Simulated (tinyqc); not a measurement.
Inside a calculation. Method: tight binding, dimerised chain. One step of it, computed by the program tinyqc.

Task: Bloch Hamiltonian at k. H_AA = +delta, H_BB = -delta, H_AB = -t1 - t2 exp(-i k a).

Parameters chosen for this model:
```
parameter     value                      unit
t1         2.220000       eV, inside the cell
t2         0.930000         eV, between cells
delta      0.770000  eV, +/- on the two sites
```

k point k (2 pi / a): [0.240000]

Give: H(k) at k.

Result:

H(k) at k (eV), order A, B:
```
[[0.770, -2.278+0.928i],
 [-2.278-0.928i, -0.770]]
```
